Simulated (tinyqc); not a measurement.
Electron mobility in a silicon inversion layer, empirical terms and Matthiessen rule: one step of the calculation.

Inversion layer of sheet density Ns on a uniformly doped body. The mobility terms are empirical power laws with prefactors chosen for the exercise; adding their inverses (Matthiessen) is itself an approximation.

Question. Mobility terms and their sum. With t = T/(300 K): muC = Ac (Ns/1e12 cm^-2) t/(Nb/1e17 cm^-3 + Nit/1e11 cm^-2), muP = Ap E^(-1/3) t^(-1.75), muS = As E^(-gs); 1/mu is the sum of the inverses.

Inputs (values chosen for the exercise); material values close to those of silicon:

| symbol | value | unit | meaning |
|---|---|---|---|
| T | 400 | K | temperature |
| Nb | 1.2e18 | cm^-3 | body doping |
| Ap | 458 | cm^2/(V s) | phonon-limited mobility at 1 MV/cm and 300 K |
| As | 690 | cm^2/(V s) | roughness-limited mobility at 1 MV/cm |
| gs | 2 |  | exponent of the roughness term |
| Ac | 3000 | cm^2/(V s) | Coulomb prefactor |
| Nit | 5.9e10 | cm^-2 | charge at the interface |
| Ns | 7.1e11 | cm^-2 | inversion density |

E = 0.71242669 MV/cm

Wanted: terms; mu; shares of 1/mu.

Answer.

terms (cm^2/(V s)): Coulomb 225.6, phonon 310.0, roughness 1359
mu = 119.1 cm^2/(V s)
shares of 1/mu (%): Coulomb 52.81, phonon 38.43, roughness 8.762

The Coulomb term limits most.

Program tinyqc, `OMP_NUM_THREADS=1 python tinyqc.py 2510114 2510115 out.jsonl`; Intel Xeon 2.30GHz, shared host, one thread, about 0.01 s.
